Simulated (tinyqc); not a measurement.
Worked calculation: carrier statistics of a doped semiconductor with parabolic bands. Values are carried at full precision from step to step, so a last printed digit may differ when a step is redone from the rounded ones.

Constants: kB = 8.617333262e-05 eV/K; hbar^2/2m0 = 3.80998211 eV angstrom^2.

Parameters, chosen for this exercise (near those of SiC; shifted at random, so the results belong to these values and not to a real crystal): Eg0 = 3.266 eV (gap at 0 K); al = 0.000653 eV/K (Varshni alpha); be = 1297 K (Varshni beta); T = 200 K; ml = 0.323 m0 (longitudinal electron mass); mt = 0.418 m0 (transverse electron mass); Mv = 3 (equivalent valleys); mhh = 0.996 m0 (heavy-hole mass); mlh = 0.438 m0 (light-hole mass); ND = 2.9e+12 1/cm^3 (donors); NA = 2.6e+17 1/cm^3 (acceptors); ED = 0.06 eV (donor level below Ec); EA = 0.196 eV (acceptor level above Ev).

## Gap and thermal energy

Eg(T) = Eg0 - al T^2/(T + be) (Varshni).

Eg = 3.24855 eV
kT = 0.017235 eV

The gap has shrunk by 17.4 meV from 0 K and is 188.5 kT wide.

## Effective densities of states

m_de = Mv^(2/3) (ml mt^2)^(1/3); m_dh = (mhh^(3/2) + mlh^(3/2))^(2/3); N = 2 (m kB T/(4 pi c))^(3/2) with c = hbar^2/2m0, in 1/angstrom^3; times 1e24 for 1/cm^3.

m_de = 0.7979 m0
m_dh = 1.1813 m0
Nc = 9.7350e+18 1/cm^3
Nv = 1.7537e+19 1/cm^3

The light holes supply 22.6 % of Nv, and Nc/Nv = 0.555.

## Intrinsic density and level

With Boltzmann statistics ni = sqrt(Nc Nv) exp(-Eg/2kT) and Ei = Eg/2 + (kT/2) ln(Nv/Nc), counted from Ev.

ni = 1.54e-22 1/cm^3
Ei = 1.6293 eV

Ei lies 5.1 meV above midgap, towards the band with the smaller density of states.

## Neutrality by bisection

Energies are counted from Ev, so Ec = Eg. n = Nc F_1/2((EF - Eg)/kT), p = Nv F_1/2(-EF/kT), ND+ = ND/(1 + 2 exp((EF - Eg + ED)/kT)), NA- = NA/(1 + 4 exp((EA - EF)/kT)); neutrality asks p + ND+ = n + NA-. F_j(eta) = (1/Gamma(j + 1)) integral_0^infinity x^j dx/(1 + exp(x - eta)), which tends to exp(eta) for eta << 0.

Start from the bracket [-0.2 eV, Eg + 0.2 eV]; at the midpoint EF take the sign of p + ND+ - n - NA-; where it is positive EF must rise. Fourteen steps are shown.

Bisection (eV, 1/cm^3):

| step | low | high | EF | n | p | ND+ | NA- | sign |
|---|---|---|---|---|---|---|---|---|
| 1 | -0.20000 | 3.44855 | 1.62428 | 1.14e-22 | 2.06e-22 | 2.90e+12 | 2.60e+17 | - |
| 2 | -0.20000 | 1.62428 | 0.71214 | 1.18e-45 | 19.9 | 2.90e+12 | 2.60e+17 | - |
| 3 | -0.20000 | 0.71214 | 0.25607 | 3.81e-57 | 6.18e+12 | 2.90e+12 | 2.32e+17 | - |
| 4 | -0.20000 | 0.25607 | 0.02803 | 6.84e-63 | 3.23e+18 | 2.90e+12 | 3.81e+12 | + |
| 5 | 0.02803 | 0.25607 | 0.14205 | 5.10e-60 | 4.62e+15 | 2.90e+12 | 2.81e+15 | + |
| 6 | 0.14205 | 0.25607 | 0.19906 | 1.39e-58 | 1.69e+14 | 2.90e+12 | 5.98e+16 | - |
| 7 | 0.14205 | 0.19906 | 0.17056 | 2.67e-59 | 8.83e+14 | 2.90e+12 | 1.40e+16 | - |
| 8 | 0.14205 | 0.17056 | 0.15630 | 1.17e-59 | 2.02e+15 | 2.90e+12 | 6.34e+15 | - |
| 9 | 0.14205 | 0.15630 | 0.14918 | 7.72e-60 | 3.05e+15 | 2.90e+12 | 4.23e+15 | - |
| 10 | 0.14205 | 0.14918 | 0.14561 | 6.28e-60 | 3.75e+15 | 2.90e+12 | 3.45e+15 | + |
| 11 | 0.14561 | 0.14918 | 0.14740 | 6.96e-60 | 3.39e+15 | 2.90e+12 | 3.82e+15 | - |
| 12 | 0.14561 | 0.14740 | 0.14651 | 6.61e-60 | 3.57e+15 | 2.90e+12 | 3.63e+15 | - |
| 13 | 0.14561 | 0.14651 | 0.14606 | 6.44e-60 | 3.66e+15 | 2.90e+12 | 3.54e+15 | + |
| 14 | 0.14606 | 0.14651 | 0.14628 | 6.53e-60 | 3.61e+15 | 2.90e+12 | 3.58e+15 | + |

Each step halves the bracket, which is 0.445 meV wide at the last row.

## The neutral state

Solve the neutrality condition for EF to convergence.

EF = 0.1464 eV
n = 6.56e-60 1/cm^3
p = 3.60e+15 1/cm^3
ND+ = 2.90e+12 1/cm^3
NA- = 3.60e+15 1/cm^3

The material is p-type; 1.4 % of the acceptors are ionised. EF lies 8.49 kT inside the gap from the valence edge, so Boltzmann statistics would serve; n p/(Nc Nv exp(-Eg/kT)) = 1.000.

## Checks

- F_1/2(1) by the trapezoid rule against adaptive quadrature: both 1.575641.
- Positive against negative charge at the solution (1/cm^3): both 3.59814e+15.

Program tinyqc; command `OMP_NUM_THREADS=1 python tinyqc.py 1650532 1650533 out.jsonl`; about 0.01 s on one thread of a shared Intel(R) Xeon(R) Processor @ 2.30GHz.
